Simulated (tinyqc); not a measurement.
# One electron in a tunnel-coupled double dot: charge qubit, sensing and quantum capacitance: effects of single changes

Basis (left, right), H = [[ep/2, tc], [tc, -ep/2]], splitting Om = sqrt(ep^2 + 4 tc^2), ep = al times the gate voltage. In equilibrium the electron is on the right with the chance P_R = [1 + (ep/Om) tanh(Om/2 kB T)]/2.

Inputs (values chosen for the exercise): tunnel coupling tc = 8.9 ueV; electron temperature T = 0.32 K; lever arm of the gate on the detuning al = 0.53 eV/V; deviation of quasi-static detuning noise se = 1.7 ueV.

Constants: q = 1.602176634e-19 C, kB = 1.380649e-23 J/K, hbar = 1.054571817e-34 J s, h = 6.62607015e-34 J s, Vt = kB T/q. Results are converted to the units shown.

Each table varies one quantity; the others keep the values above.

## Line shape against detuning

q^2 al^2 dP_R/d(ep) splits into Cq = q^2 al^2 (2 tc^2/Om^3) tanh(Om/2 kB T) and Ct = q^2 al^2 (ep/Om)^2/(4 kB T cosh^2(Om/2 kB T)); Ct appears only if relaxation is faster than the drive. A resonator of frequency f0, capacitance Cp and quality factor Q shifts by df = -f0 Cq/(2 Cp) and its phase by -2 Q Cq/Cp. A Ct of 0 means below 1e-6 aF.

Result of one run:
```
ep (ueV),Om (ueV),P_R,Cq (aF),Ct (aF)
38.6,42.51,0.7939,60.10,195.5
```

What becomes of these results when the detuning ep is changed from 38.6 to 77.2 ueV, all else the same?

Result of the changed run:
```
ep (ueV),Om (ueV),P_R,Cq (aF),Ct (aF)
77.2,79.23,0.9351,12.80,78.48
```

The whole series:
```
ep (ueV),Om (ueV),P_R,Cq (aF),Ct (aF)
0,17.80,0.5000,394.4,0
19.3,26.26,0.6629,174.5,177.2
38.6,42.51,0.7939,60.10,195.5
57.9,60.57,0.8823,25.66,134.3
77.2,79.23,0.9351,12.80,78.48
96.5,98.13,0.9645,7.128,42.50
115.8,117.2,0.9803,4.309,22.14
135.1,136.3,0.9887,2.778,11.30
154.4,155.4,0.9932,1.886,5.703
173.7,174.6,0.9956,1.335,2.862
193,193.8,0.9970,0.9775,1.431
```

Cq falls from 394 to 0.977 aF, and Ct goes from 0 through a maximum of 195 (at ep = 38.6 ueV among the rows listed) to 1.43 aF. Among the rows listed Ct reaches at most 49.6 % of the peak of Cq, with tc/kB T = 0.32: heat populates the upper level, lowers Cq and adds side lobes.

## Coherence against detuning

Noise in ep shifts Om by (ep/Om) d + (2 tc^2/Om^3) d^2. For Gaussian d of deviation se the spread of Om is sqrt[(ep se/Om)^2 + 2 (2 tc^2 se^2/Om^3)^2], and T2* is estimated as sqrt(2) hbar/spread; Om T2*/h counts the oscillations within T2*.

Coherence against detuning:
```
ep (ueV),Om (ueV),T2* (ns),oscillations within T2*
0,17.80,8.108,34.90
0.45,17.81,7.600,32.72
0.89,17.82,6.535,28.16
1.8,17.89,4.540,19.64
3.6,18.16,2.630,11.55
7.1,19.16,1.462,6.776
13,22.04,0.9267,4.939
27,32.34,0.6558,5.128
53,55.91,0.5776,7.809
```

T2* falls from 8.11 to 0.578 ns, towards sqrt(2) hbar/se = 0.548 ns far from the anticrossing; the first row is 14.0 times the last. First and second order are equal near ep = sqrt(2) se/2 = 1.20 ueV.

Numbers from tinyqc (`OMP_NUM_THREADS=1 python tinyqc.py 2470031 2470032 out.jsonl`; about 0.01 s on one thread of a shared Intel Xeon 2.30GHz).
